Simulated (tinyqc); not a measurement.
Barrier and mass from two Fowler-Nordheim currents.

Inverse problem. Fowler-Nordheim tunnelling through a dielectric follows J = A F^2 exp(-B/F), A = q^2 me/(16 pi^2 hbar m1 phi1) (A/V^2 with phi1 in volts), B = (4/3) sqrt(m1/C) phi1^1.5 (V/nm), C = hbar^2/(2 m0). Find B, A, phi1 and m1.

Parameters, values chosen for the exercise:
- me = 1 m0 (emitter mass in the supply function)

Constants: q = 1.602176634e-19 C, hbar = 1.054571817e-34 J s, m0 = 9.1093837015e-31 kg, hbar^2/(2 m0) = 0.0380998212 eV nm^2. Results are converted to the units shown.

J at F = 0.77 and 1.29 V/nm (A/cm^2): [9.1610829e-8, 0.23740761]

Answer. The slope of ln(J/F^2) against 1/F is -B and the intercept gives A. A fixes the product m1 phi1, and B = (4/3) phi1 sqrt(m1 phi1/C) then gives phi1.

B = 26.24 V/nm
A = 9.719e-7 A/V^2
phi1 = 3.050 eV
m1 = 0.5200 m0

Numbers from tinyqc (`OMP_NUM_THREADS=1 python tinyqc.py 2540020 2540021 out.jsonl`; about 0.01 s on one thread of a shared Intel Xeon 2.30GHz).
